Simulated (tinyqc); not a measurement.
Undoped gate-all-around wire MOSFET, analytic charge model: output curve.

An undoped round wire of radius R under an insulator shell and a surrounding gate; long channel, electrons only, n = ni exp((psi - V)/Vt) with V the quasi-Fermi potential (0 at the source, Vd at the drain), constant mobility, no quantisation. The radial Poisson equation gives n(r) = n(0)/(1 - (1 - b) r^2/R^2)^2 with b = Q0/(Q + Q0). Q is the electron charge per area of the wire surface.

ni = sqrt(Nc Nv) exp(-Eg/(2 Vt)), Eg in volts; Cox = eps0 eox/(R ln(1 + tox/R)); Q0 = 4 eps0 eps_r Vt/R; V0 = dphi + Vt ln[8 eps0 eps_r Vt/(q ni R^2)]. Q solves Vg - V0 - V = Q/Cox + Vt ln(Q/Q0) + Vt ln(1 + Q/Q0). I = mu (2 pi R/L)[2 Vt (Qs - Qd) + (Qs^2 - Qd^2)/(2 Cox) + Vt Q0 ln((Qd + Q0)/(Qs + Q0))], with Qs at V = 0 and Qd at V = Vd.

Values chosen for this exercise; material values close to those of silicon:
- T = 300 K (temperature)
- Eg = 1.12 eV (band gap)
- eps_r = 11.8 (relative permittivity of the semiconductor)
- Nc = 2.76e19 cm^-3 (conduction-band density of states at T)
- Nv = 2.65e19 cm^-3 (valence-band density of states at T)
- eox = 9.23 (relative permittivity of the gate insulator)
- tox = 6.5 nm (insulator thickness)
- R = 4 nm (wire radius)
- dphi = 0.24 V (gate work function less that of the intrinsic body)
- mu = 280 cm^2/(V s) (channel mobility)
- L = 0.1 um (gate length)
- Vg = 1.07 V (gate voltage)

Constants: q = 1.602176634e-19 C, kB = 1.380649e-23 J/K, Vt = kB T/q, eps0 = 8.8541878128e-14 F/cm where lengths are in cm. Results are converted to the units shown.

Output curve:
```
Vd (V),Qd (nC/cm^2),Qd/Qs,I (uA)
0.06,430.7,0.8009,2.043
0.11,344.3,0.6402,3.406
0.16,261.4,0.4861,4.470
0.22,168.8,0.3139,5.375
0.27,100.6,0.1870,5.846
0.32,46.09,0.08572,6.099
0.38,9.901,0.01841,6.205
0.43,1.712,0.003184,6.221
0.48,0.2556,4.753e-4,6.224
```

The current rises from 2.04 to 6.22 uA, while the charge at the drain end falls from 0.80 to 4.8e-4 of that at the source. The current first comes within 1 % of its last value at Vd = 0.38 V among the rows. Over the last rows Qd falls by a factor of e for each Vt of drain voltage: the drain end is in weak inversion. In every row the surface density at the source passes 0.3 Nc, where Boltzmann statistics fail. For Vd = 0.11 to 0.48 V mu V/L, with V the smaller of Vd and Vg - V0, passes 3e6 cm/s, so velocity saturation would lower the current. In every row the body is thin enough for quantum confinement, left out here, to raise the threshold.

tinyqc, about 0.03 s, one thread, Intel Xeon 2.30GHz (shared host): `OMP_NUM_THREADS=1 python tinyqc.py 2460103 2460104 out.jsonl`
